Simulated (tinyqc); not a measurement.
# Lossy package transmission line with skin effect: two studies

A uniform line in a homogeneous dielectric: c = sqrt(er)/(c0 Z0), l = Z0 sqrt(er)/c0 (c0 = 299792458 m/s), g = w c td, w = 2 pi f. The resistance joins its limits as r = sqrt(r_dc^2 + r_hf^2), with r_dc = rho/(wd th), r_hf = kr rho/(2 delta (wd + th)), delta = sqrt(rho/(pi f mu0)), mu0 = 4 pi 1e-7 H/m; this is an interpolation, and internal inductance, up to 0.05 nH/mm at low frequency, is neglected.

Parameters, values chosen for the exercise: width of the strip wd = 22 um; thickness of the strip th = 17 um; resistivity rho = 2 uohm cm; relative permittivity er = 2.7; loss tangent td = 0.002; lossless impedance sqrt(l/c) Z0 = 60 ohm; factor for crowding and the return path kr = 1.5; length len = 3.3 mm; source resistance Rg = 50 ohm; load resistance RL = 100 ohm; load capacitance CL = 300 fF; frequency f = 5.7 GHz.

Each table varies one quantity; the others keep the values above.

## Line properties against frequency

gamma = sqrt((r + i w l)(g + i w c)) = alpha + i beta, Zc = sqrt((r + i w l)/(g + i w c)), roots with positive real part; loss 8.685889638 alpha in dB; phase velocity w/beta. ZL = 1/(1/RL + i w CL); reflection (ZL - Zc)/(ZL + Zc); Zin = Zc (ZL + Zc tanh(gamma len))/(Zc + ZL tanh(gamma len)); H = V_load/V_source = [Zin/(Zin + Rg)]/[cosh(gamma len) + (Zc/ZL) sinh(gamma len)].

Line properties against frequency:
```
f (GHz)  r (ohm/mm)  r/(w l)  loss (dB/mm)  |Zc| (ohm)  phase velocity over c0  length in wavelengths  |H| (dB)
0.01        0.05614    2.717      0.002916       102.1                  0.4364               2.522e-4    -3.533
0.03        0.06112   0.9860      0.004045       71.10                  0.5553               5.947e-4    -3.534
0.09        0.07408   0.3983      0.005290       62.25                  0.5974               0.001658    -3.536
0.3          0.1078   0.1739      0.007863       60.45                  0.6064               0.005446    -3.543
0.8          0.1619  0.09796       0.01195       60.14                  0.6079                0.01449    -3.552
2            0.2475  0.05989       0.01851       60.05                  0.6083                0.03619    -3.568
7            0.4553  0.03148       0.03504       60.01                  0.6085                 0.1266    -4.041
20           0.7661  0.01854       0.06143       60.01                  0.6086                 0.3618    -8.805
60            1.325  0.01069        0.1138       60.00                  0.6086                  1.085    -16.01
```

Read the table: what changes, and by how much?

r equals w l at 0.0295 GHz: below it |Zc| and the delay grow as in an RC line, above it |Zc| tends to Z0 = 60 ohm and the velocity to 1/sqrt(er) = 0.609 c0. The loss goes as f^(0.30) between the first two rows and f^(0.56) between the last two. |H| is -3.53 dB in the first row and -16.0 dB in the last; between rows it can pass through resonances that the table doesn't show.

## Effect of the load resistance

Same model as above.

The same in every row: r (ohm/mm) = 0.4115; r/(w l) = 0.03494; loss (dB/mm) = 0.03148; |Zc| (ohm) = 60.02; phase velocity over c0 = 0.6085; length in wavelengths = 0.1031.

Result of one run:
```
RL (ohm)  |H| (dB)
150         -2.758
```

What becomes of these results when the load resistance RL is changed from 150 to 10000 ohm, all else the same?

Result of the changed run:
```
RL (ohm)  |H| (dB)
10000      -0.3266
```

The whole series:
```
RL (ohm)  |H| (dB)
10          -16.19
25          -10.01
50          -6.366
75          -4.734
150         -2.758
500         -1.090
10000      -0.3266
```

As RL goes from 10 to 10000, the loss stays at 0.0315 dB/mm, |Zc| stays at 60.0 ohm and |H| goes from -16.2 to -0.327 dB, with its highest value among the rows, -0.327 dB, at RL = 10000.

Program tinyqc, `OMP_NUM_THREADS=1 python tinyqc.py 2810156 2810157 out.jsonl`; Intel Xeon 2.30GHz, shared host, one thread, about 0.01 s.
